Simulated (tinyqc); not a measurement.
Worked calculation: adsorption as a lattice gas: isotherms with interactions, competition, desorption peaks and saturation dose. Computed by tinyqc, a small Python program that keeps every step. Command: `OMP_NUM_THREADS=1 python tinyqc.py 3017972 3017973 out.jsonl adsorb walk`. One thread of a shared host (Intel(R) Xeon(R) Processor @ 2.30GHz), about 0.2 s of CPU time with the checks. Intermediate numbers are printed to about 5 digits and carried at full precision; extremes and crossings named in words are read from the listed rows.

One adsorbate per site; a molecule needs 2 empty sites. Gas and surface have the same temperature.

Inputs (values chosen for the exercise, for a model surface):
```
quantity,value,unit
desorption energy E,0.75,eV
prefactor nu,2.6e+13,1/s
pair energy w (positive repels),0.0073,eV
neighbours z,6,-
site density N_s,6.9,1/nm^2
molecular mass M,48.6,u
sticking coefficient s0,0.0021,-
temperature T,259,K
pressure p,3.8e-05,Pa
"blocking by a second gas, K_B p_B",0.13,-
heating rate beta,0.84,K/s
initial coverage theta_0,0.8,-
aspect ratio a (depth over diameter) of a hole,40,-
```

Adsorption: dissociative (second order).

Constants: u = 1.6605390666e-27 kg; k_B = 1.380649e-23 J/K; k_B = 8.617333262e-05 eV/K.

## Flux and the Langmuir coverage

Flux F = p/sqrt(2 pi M k_B T); k_d = nu exp(-E/(k_B T)); 2 s0 F (1 - theta)^2 = N_s k_d theta^2, so y = sqrt(2 s0 F/(N_s k_d)), theta = y/(1 + y). With a second gas on the same sites theta = y/(1 + y + K_B p_B).

flux F = 0.89240 1/(nm^2 s)

k_d = 0.066225 1/s

y = 0.090567

Langmuir coverage = 0.083046

coverage with the second gas = 0.074201

## Coverage with interactions

With u = w/(k_B T). Mean field: theta/(1 - theta) = y exp(-z u theta). Quasi-chemical: theta/(1 - theta) = y [(r - 1 + 2 theta)(1 - theta)/((r + 1 - 2 theta) theta)]^(-z/2) exp(-z u/2), r = sqrt(1 - 4 theta (1 - theta)(1 - exp(-u))).

u = 0.32708

coverage, mean field = 0.072795

coverage, quasi-chemical = 0.073845

Repulsion lowers the coverage from 0.0830. Both theories put half coverage at ln y = z u/2 = 0.981; here ln y = -2.402.

## Isotherms

The formulas are those given above.

Coverage; the first column is ln y - z u/2:
```
ln y - z u/2,no interaction,mean field,quasi-chemical
-5.0,0.01766,0.01709,0.01716
-3.0,0.11725,0.09865,0.10032
-2.0,0.26527,0.19697,0.20069
-1.0,0.49531,0.33647,0.34018
-0.5,0.61804,0.41667,0.41886
0.0,0.72735,0.50000,0.50000
0.5,0.81476,0.58333,0.58114
1.0,0.87881,0.66353,0.65982
2.0,0.95172,0.80303,0.79931
3.0,0.98168,0.90135,0.89968
5.0,0.99748,0.98291,0.98284
```

At half coverage the slope d theta/d ln y is 1/4 without interaction, 1/(4 + z u) = 0.168 in mean field and 0.163 in the pair theory, 1/[4 + 2 z (exp(u/2) - 1)]. Repulsion spreads the filling over a wider range of pressure; the two theories differ by at most 0.0037 in these rows.

## Desorption peak without interaction

The peak obeys E/(k_B T_p^2) = (nu theta_0/beta) exp(-E/(k_B T_p)) if theta at the peak is theta_0/2. Redhead's shortcut, with the constant 3.46 (3.64 is also in use), reads E back as k_B T_p [ln(nu' T_p/beta) - 3.46], nu' = nu theta_0.

peak temperature T_p = 264.35 K

E by Redhead's shortcut = 0.75078 eV

The shortcut misses by +0.10 %, since 3.46 stands for ln(E/(k_B T_p)) = 3.49. A prefactor wrong by a factor 100 would shift E by 0.105 eV.

## Peak against initial coverage

Heating at the rate beta: d theta/dT = -(nu/beta) theta^2 exp(-[E - 2 z w theta]/(k_B T)). Integrated numerically (relative tolerance 1e-9); T_p is the maximum of the rate.

Peak temperatures (K):
```
theta_0,w = 0,with w
0.1,280.57,277.87
0.3,271.54,263.64
0.5,267.53,254.45
0.7,264.95,246.65
0.9,263.06,239.50
```

Without interaction the peak moves down by 17.5 K, the mark of second order; with w it moves by -38.4 K.

## Dose to saturate, flat and in a hole

Without desorption or interaction, 99 % coverage needs the time 99 N_s/(2 s0 F). For a round hole of aspect ratio a in molecular flow with unit sticking (Gordon), the time is N_s/(2F) x [1 + (19/4) a + (3/2) a^2]. The larger of the two times is a rough guide.

time on a flat surface = 1.8225e+05 s

time for the hole = 10017 s

The surface reaction is the slower step. Caution: with k_d = nu exp(-E/(k_B T)) of these inputs desorption is not negligible over the time on a flat surface, so without interaction 99 % coverage is not reached.

Checks made by the program: quasi-chemical form at low coverage and at the symmetry point (relative difference 1e-07); T_p against the integrated rate equation (relative difference 2e-03).
